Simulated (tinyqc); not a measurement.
From peak separation of the coherent layer back to fraction x of B: elastic strain and critical thickness of a cubic alloy layer A(1-x)B(x) on a thick substrate. Computed by tinyqc, a small Python program. Command: `OMP_NUM_THREADS=1 python tinyqc.py 3024306 3024307 out.jsonl misfit inv`. One thread of a shared host (Intel(R) Xeon(R) Processor @ 2.30GHz), about 0.02 s of CPU time with the checks.

Strain is positive in tension. The layer is coherent with the substrate unless said otherwise.

Inputs (values chosen for the exercise, modelled on Si(1-x)Ge(x) on Si):
```
quantity                           value      unit
lattice constant a_A               5.431  angstrom
lattice constant a_B               5.658  angstrom
substrate lattice constant a_S     5.431  angstrom
layer thickness h                     24        nm
X-ray wavelength                1.540593  angstrom
```

Growth plane: (001).

C11, C12, C44 of A (GPa): 166.7  64.83  80.75

C11, C12, C44 of B (GPa): 126.1  48.99  66.74

Method:
- a = (1 - x) a_A + x a_B, the same rule for each C_ij; misfit f = (a_S - a)/a, the in-plane strain of the coherent layer.
- (001): D = 2 C12/C11, M = C11 + C12 - 2 C12^2/C11. The free surface carries no normal stress, so e_perp = -D f; dV/V = 2 f + e_perp; stress = M f; energy per area = M f^2 h (1 GPa nm = 1 J/m^2).
- Reflection 004: d = a_perp/sqrt(16), with a_perp = a (1 + e_perp) for the coherent layer, a for the relaxed layer and a_S for the substrate; sin(theta) = lambda/(2 d).

Question. A run gave the result below. Find the fraction x of B, known to lie between 0.22 and 0.57.

peak separation of the coherent layer = -4453.615 arcsec

Answer.

Each step takes the trial c = (a f_b - b f_a)/(f_b - f_a), f being the result less the target and a, b, c the logarithms of the listed values; c replaces end b, the old b replaces a if the sign of f changed, and otherwise f_a is halved.

Scan of the range:
```
fraction x of B  peak separation of the coherent layer (arcsec)
0.220                                                  -2276.89
0.258                                                  -2661.06
0.302                                                  -3102.62
0.354                                                  -3620.02
0.415                                                  -4220.92
0.486                                                  -4912.23
0.570                                                  -5719.10
```

False position (Illinois rule, in the logarithm of the input) inside the bracket:
```
step     end a     end b     trial  peak separation of the coherent layer (arcsec)
1     0.415000  0.486000  0.437658                                        -4442.47
2     0.486000  0.437658  0.438747                                        -4453.10
3     0.486000  0.438747  0.438848                                        -4454.08
4     0.438747  0.438848  0.438800                                        -4453.61
5     0.438848  0.438800  0.438800                                        -4453.61
```

Peak separation of the coherent layer falls at every point of a 13-point scan of the range (every second point is shown), so one value fits; it is bracketed by 0.415 and 0.486. Answer: fraction x of B = 0.4388.
